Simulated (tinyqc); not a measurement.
# Sub-threshold conduction and electro-thermal threshold of an amorphous chalcogenide, step by step

Computed by the program tinyqc: `OMP_NUM_THREADS=1 python tinyqc.py 2490042 2490043 out.jsonl`, one thread of a shared Intel Xeon 2.30GHz, about 0.01 s for the whole run. Printed values are rounded.

Trap-limited conduction: I = I0 exp(-Ea/kB T) sinh(q V dz/(2 ua kB T)), I0 = 2 q A Nt dz/ta. One lumped temperature T = T0 + Rt I V. The threshold is the largest V for which a steady state exists on the low-current branch.

Parameters, values chosen for the exercise; values of the order of Ge-Sb-Te and related chalcogenides:

| symbol | value | unit | meaning |
|---|---|---|---|
| T0 | 358 | K | ambient temperature |
| A | 1700 | nm^2 | cross-section |
| ua | 31 | nm | amorphous thickness |
| dz | 8.6 | nm | distance between traps |
| Ea | 0.32 | eV | activation energy |
| Nt | 3.9e19 | cm^-3 | trap density |
| ta | 2e-14 | s | attempt time |
| Rt | 3.1 | K/uW | thermal resistance |
| V | 0.566 | V | voltage across the amorphous layer |

Constants: q = 1.602176634e-19 C, kB = 1.380649e-23 J/K. Results are converted to the units shown.

Range of the model: Purely electronic switching mechanisms, filaments and series resistance are left out.

## Isothermal quantities

I0, the low-field resistance 2 ua kB T0 exp(Ea/kB T0)/(q dz I0), the slope voltage V0 = 2 ua kB T0/(q dz), and I at V without heating.

I0 = 9.135291 mA
low-field resistance = 0.7784961 Mohm
V0 = 0.2224074 V
I without heating = 1.808867 uA

## Iteration 1: self-heating

T at the start = 358 K

I at the present T, then T(new) = T0 + Rt I V.

I = 1.808867 uA
T after iteration 1 = 361.1738 K

## Iteration 2: self-heating

As before.

I = 1.937125 uA
T after iteration 2 = 361.3989 K

## Course of the iteration

Stop when T changes by less than 1e-7 K; give up above 900 K or after 200 iterations.

Course of the iteration:
```
iteration  T(new) (K)    I (uA)  change (K)
1            361.1738  1.808867        3.17
2            361.3989  1.937125       0.225
3            361.4153  1.946468      0.0164
4            361.4165  1.947150     1.20e-3
5            361.4166  1.947199     8.73e-5
6            361.4166  1.947203     6.37e-6
7            361.4166  1.947203     4.65e-7
8            361.4166  1.947203     3.40e-8
```

Converged in 8 iterations. The loop gain dT(new)/dT is 0.073; it reaches 1 at the threshold, 0.9221 V.
